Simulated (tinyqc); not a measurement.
Ion-assisted plasma etching: sheath, surface coverage, synergy and aspect-ratio dependence: one step, computed by the program tinyqc.

Radicals adsorb on bare sites; ions remove covered sites with a high yield and bare sites by sputtering; a slow spontaneous reaction acts everywhere, walls included.

Question. Rate at the floor of the feature. Transmission of a long trench, rough form: K = (1 + ln(1 + A))/(1 + A + ln(1 + A)), walls that scatter diffusely without loss. With a loss probability S = s (1 - theta) at the floor, G_b/G_n = K/(K + S - K S); theta follows G_b, and the two are solved together. Ions are taken to reach the floor unshadowed; G_b replaces G_n in every term of the rate; A is depth over width. Steady coverage: s G_n (1 - theta) = x Y G_i theta; removal flux = Y G_i theta + Y_p G_i (1 - theta) + k_c G_n; rate = flux/N, 1 cm/s = 6e8 nm/min.

Inputs (values chosen for the exercise, close to those used for silicon dioxide in a fluorocarbon plasma):
```
quantity                                value    unit
gas temperature T_g                       500       K
sticking coefficient s                   0.67       -
radicals per removed unit x                 4       -
spontaneous reaction probability k_c  5.2e-06       -
solid density N                       2.2e+22  1/cm^3
aspect ratio A                            4.3       -
```

Feature: long trench.

yield Y = 2.975262

sputter yield Y_p = 0.2392188

ion flux G_i = 1.363144e+16 1/(cm^2 s)

radical flux G_n = 3.545594e+17 1/(cm^2 s)

vertical rate = 693.3952 nm/min

Give: transmission K; G_b/G_n; coverage at the floor; rate at the floor; floor rate over open-field rate.

Answer.

transmission K = 0.38287

G_b/G_n = 0.64249

coverage at the floor = 0.48475

rate at the floor = 582.04 nm/min

floor rate over open-field rate = 0.83941

The lag is 16 %. Caution: the trench transmission is an interpolation between the limits 1 and ln(A)/A, good to tens of per cent.
